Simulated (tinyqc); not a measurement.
# Short-channel transistor, virtual-source model with series resistance: what changes with what

The current per gate width is the charge at the top of the source barrier (the virtual source) times its velocity times a saturation function; al and be are fitting constants of the model. Units: I in uA/um, Rs in ohm um, so I Rs = 1e-6 I Rs in volts; Q in uC/cm^2, so I = 1e-4 Q vx0 Fsat with vx0 in cm/s.

Values chosen for this exercise: temperature T = 300 K; inversion capacitance Cinv = 2.9 uF/cm^2; velocity at the virtual source vx0 = 5.73e6 cm/s; apparent mobility mu = 130 cm^2/(V s); channel length L = 25 nm; threshold at zero drain voltage VT0 = 0.364 V; drain-induced barrier lowering dl = 0.131 V/V; subthreshold factor n0 = 1.4; growth of n with drain voltage nd = 0.1 1/V; threshold shift (in units of Vt) from weak to strong inversion al = 3.5; sharpness of saturation be = 1.8; series resistance of each contact Rs = 200 ohm um.

Constants: q = 1.602176634e-19 C, kB = 1.380649e-23 J/K, Vt = kB T/q. Results are converted to the units shown.

Each table varies one quantity; the others keep the values above.

## Effect of the drain-induced barrier lowering on the on and off currents

Intrinsic voltages Vg' = Vgs - I Rs, Vd' = Vds - 2 I Rs. n = n0 + nd Vd', VT = VT0 - dl Vd', Ff = 1/(1 + exp((Vg' - VT + al Vt/2)/(al Vt))), Q = Cinv n Vt ln(1 + exp((Vg' - VT + al Vt Ff)/(n Vt))), Vdsat = (vx0 L/mu)(1 - Ff) + Vt Ff, Fsat = u/(1 + u^be)^(1/be) with u = Vd'/Vdsat, and I = Q vx0 Fsat per width. I is solved self-consistently. Ion is I at Vgs = Vds = 0.8 V, Ioff at Vgs = 0, Vds = 0.8 V, and Rlin = Vds/I at Vgs = 0.8 V, Vds = 0.05 V.

Effect of the drain-induced barrier lowering on the on and off currents:
```
dl (V/V)	Ion (uA/um)	Ioff (nA/um)	log10(Ion/Ioff)	Rlin (ohm um)
0	534.90	46.596	4.0599	559.89
0.04	562.30	104.52	3.7308	559.67
0.08	588.70	231.75	3.4049	559.46
0.12	614.13	505.58	3.0845	559.25
0.16	638.63	1078.4	2.7725	559.04
0.2	662.26	2230.2	2.4727	558.83
0.24	685.05	4424.1	2.1899	558.62
0.28	707.04	8318.1	1.9294	558.41
```

As dl goes from 0 to 0.28 V/V, Ion rises from 535 to 707 uA/um, Ioff rises from 46.6 to 8320 nA/um and Rlin stays near 559 ohm um. Ion changes by a factor of 1.32 and Ioff by 179. The off current depends on it through an exponential, the on current about linearly. For dl = 0.16 to 0.28 V/V the off current passes 1 uA/um, so the device is hardly off at Vgs = 0.

## Effect of the apparent mobility on the on and off currents

Same model as above.

Effect of the apparent mobility on the on and off currents:
```
mu (cm^2/(V s))	Ion (uA/um)	Ioff (nA/um)	log10(Ion/Ioff)	Rlin (ohm um)
50	573.4	623.2	2.964	804.3
85	607.4	624.0	2.988	641.0
140	622.5	624.3	2.999	548.1
240	629.6	624.5	3.003	487.4
410	632.3	624.6	3.005	451.6
700	633.4	624.7	3.006	430.5
1200	633.8	624.7	3.006	418.0
2000	634.0	624.8	3.006	410.9
```

What does the table show?

As mu goes from 50 to 2000 cm^2/(V s), Ion rises from 573 to 634 uA/um, Ioff stays near 624 nA/um and Rlin falls from 804 to 411 ohm um. Ion changes by a factor of 1.11 and Ioff by 1.00. Below threshold Vdsat is near Vt, so L and mu hardly reach the off current.

## Effect of the channel length on the on and off currents

Same model as above.

mu, vx0, VT0, dl and n0 are held fixed.

Effect of the channel length on the on and off currents:
```
L (nm)	Ion (uA/um)	Ioff (nA/um)	log10(Ion/Ioff)	Rlin (ohm um)
10	631.4	624.6	3.005	464.9
15	628.7	624.5	3.003	496.6
24	621.8	624.3	2.998	553.0
36	609.9	624.0	2.990	627.2
55	586.7	623.5	2.974	743.5
85	546.0	622.5	2.943	925.3
130	487.1	620.8	2.895	1196
200	411.3	617.4	2.824	1616
```

What does the comparison show?

As L goes from 10 to 200 nm, Ion falls from 631 to 411 uA/um, Ioff falls from 625 to 617 nA/um and Rlin rises from 465 to 1620 ohm um. Ion changes by a factor of 0.651 and Ioff by 0.989. At L = 200 nm the channel is long for this model, whose fixed vx0 belongs to short devices.

tinyqc, about 0.01 s, one thread, Intel Xeon 2.30GHz (shared host): `OMP_NUM_THREADS=1 python tinyqc.py 2380168 2380169 out.jsonl`
